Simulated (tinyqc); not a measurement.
What moves the results: Penn model of the dielectric constant and Phillips ionicity. A value that a table varies takes the place of the one given here.

n = 32/a^3; Ep^2 = 8 pi c e2 n with c = hbar^2/2m0, e2 = e^2/(4 pi eps0); EF = c (3 pi^2 n)^(2/3); eps = 1 + (Ep/Eg)^2 S with S = 1 - Eg/(4 EF) + (Eg/(4 EF))^2/3, Eg the Penn gap. Core d shells are left out.

Phillips: bond length d = sqrt(3) a/4; homopolar gap Eh = 39.74 d^(-2.48) eV (d in angstrom); Eg^2 = Eh^2 + C^2; ionicity fi = C^2/Eg^2.

Constants: hbar^2/2m0 = 3.80998211 eV angstrom^2; e^2/(4 pi eps0) = 14.39964547 eV angstrom.

Values chosen for the exercise (out of a larger set: near those of GaN; not measured data): a = 4.482 angstrom (cubic lattice constant, 32 valence electrons a cell); C0 = 6.88 eV (ionic gap, held fixed); ei = 5.21 (high-frequency dielectric constant).

## Dielectric constant under pressure

The lattice constant is scaled by the factor listed; C = C0.

Results:

| factor | Eh (eV) | Eg (eV) | Ep (eV) | eps | fi |
|---|---|---|---|---|---|
| 0.94 | 8.947 | 11.287 | 24.290 | 5.029 | 0.372 |
| 0.96 | 8.492 | 10.929 | 23.535 | 5.028 | 0.396 |
| 0.98 | 8.069 | 10.604 | 22.818 | 5.016 | 0.421 |
| 0.99 | 7.868 | 10.452 | 22.474 | 5.006 | 0.433 |
| 1.00 | 7.675 | 10.307 | 22.137 | 4.994 | 0.446 |
| 1.01 | 7.488 | 10.168 | 21.809 | 4.979 | 0.458 |
| 1.02 | 7.307 | 10.036 | 21.489 | 4.962 | 0.470 |
| 1.04 | 6.963 | 9.789 | 20.873 | 4.921 | 0.494 |

What does this show, and why?

d ln eps/d ln a = -0.27 around factor 1: eps rises under compression. Ep^2 goes as a^-3 and Eh^2 as a^-4.96; with C fixed Eg^2 goes as a^-2.75 at fi = 0.446, and leaving S aside the two powers balance at fi = 0.395. The slope is a difference of two powers and the model omits d shells and any change of C, so it is no prediction for a real crystal; eps from C0 (row 1.00) need not match a measured ei.

## What moves the Penn gap and the ionicity

Eg from ei; fi = 1 - (Eh/Eg)^2, printed even where negative. Each row changes one parameter from the base and keeps the others.

Results:

| case | Ep (eV) | Eg (eV) | Eh (eV) | fi |
|---|---|---|---|---|
| base | 22.137 | 10.057 | 7.675 | 0.418 |
| a = 4.572 angstrom | 21.487 | 9.755 | 7.305 | 0.439 |
| ei = 4.69 | 22.137 | 10.693 | 7.675 | 0.485 |

How do the results move?

The largest shifts from the base row, up to three for each result and ties (the steps differ in size, so this ranks the rows, not the parameters). Ep (eV): a -0.650; unchanged at the printed digits by ei. Eg (eV): ei +0.636, a -0.302. Eh (eV): a -0.369; unchanged at the printed digits by ei. fi: ei +0.067, a +0.022. With the tabulated Phillips C of about 7.6 eV, fi would be 0.50; this model leaves out the d-shell factor.

Program tinyqc; command `OMP_NUM_THREADS=1 python tinyqc.py 1652207 1652208 out.jsonl`; about 0.01 s on one thread of a shared Intel(R) Xeon(R) Processor @ 2.30GHz.
